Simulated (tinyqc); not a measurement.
A chain with two barriers and dephasing by Buettiker voltage probes: one step of the calculation.

Sites 1 to 6 form a chain with hopping -t. Lead L joins site 1 and lead R site 6, both semi-infinite chains with hopping -t and site energy 0. Every site carries a probe with self-energy -i Gamma_p/2 that draws no net current. Linear response at zero temperature: mu_L = 1, mu_R = 0 in units of the bias.

Problem. Current at both leads. In units of (2 q^2/h) times the bias, T_RL + sum_p T_pL (1 - mu_p) leaves L and T_RL + sum_p T_pR mu_p enters R.

T_RL = 0.018165904

| probe | T_pL | T_pR | mu_p |
|---|---|---|---|
| 1 | 0.14665387 | 0.00748513 | 0.77363708 |
| 2 | 0.09192846 | 0.05862817 | 0.54936147 |
| 3 | 0.08854117 | 0.02104873 | 0.59644221 |
| 4 | 0.02178541 | 0.08433225 | 0.42649853 |
| 5 | 0.06235576 | 0.08746041 | 0.47496406 |
| 6 | 0.00748513 | 0.14052431 | 0.23655101 |

Wanted: current leaving L; current entering R.

Solution.

current leaving L = 0.17947
current entering R = 0.17947

The two are equal: the probes conserve the current.

tinyqc, about 0.01 s, one thread, Intel Xeon 2.30GHz (shared host): `OMP_NUM_THREADS=1 python tinyqc.py 2700005 2700006 out.jsonl`
